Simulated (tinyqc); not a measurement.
Inside a calculation. Model: capacitance measurement on a leaky thin oxide: effects of series resistance and leakage.

tinyqc, about 0.01 s, one thread, Intel Xeon 2.30GHz (shared host): `OMP_NUM_THREADS=1 python tinyqc.py 2022073 2022074 out.jsonl` Printed values are rounded.

The device is a capacitance C in parallel with a leakage conductance G, in series with Rs and Ls. An impedance meter reports either a parallel pair (Cp, Gp) from Y = 1/Z = Gp + i w Cp or a series pair (Cs, Rm) from Z = Rm + 1/(i w Cs); w = 2 pi f, dissipation D = Gp/(w |Cp|).

Parameters, values chosen for the exercise; values of the order met in thin-oxide MOS capacitors:
```
symbol,value,unit,meaning
eox,3.9,,relative permittivity of the gate insulator (close to silicon dioxide)
tox,2.3,nm,insulator thickness
A,10000,um^2,gate area
zc,0.53,nm,oxide-equivalent thickness added by the accumulation layer
zp,0,nm,oxide-equivalent thickness added by gate depletion
Jg,0.85,A/cm^2,"gate leakage current density, not matched to the thickness"
Vs,0.37,V,voltage for an e-fold rise of the leakage
Rs,190,ohm,series resistance
Ls,70,nH,series inductance
f,1e6,Hz,measuring frequency
```

Constants: eps0 = 8.8541878128e-14 F/cm where lengths are in cm. Results are converted to the units shown.

## True capacitance and conductance

EOT = 3.9 tox/eox; CET = EOT + zc + zp; C = 3.9 eps0 A/CET; G = Jg A/Vs.

EOT = 2.3 nm
CET = 2.83 nm
C = 122.0188 pF
G = 229.7297 uS

## What the meter reports

Z = Rs + i w Ls + 1/(G + i w C).

Z = 548.642-1196.441i ohm
Cp = 109.9115 pF
Gp = 316.6803 uS
Cs = 133.0236 pF
D = 0.4585618

Cp is 9.9 % below C and Cs is 9.0 % above it; G Rs = 0.0436, w C Rs = 0.146 and G/(w C) = 0.300.
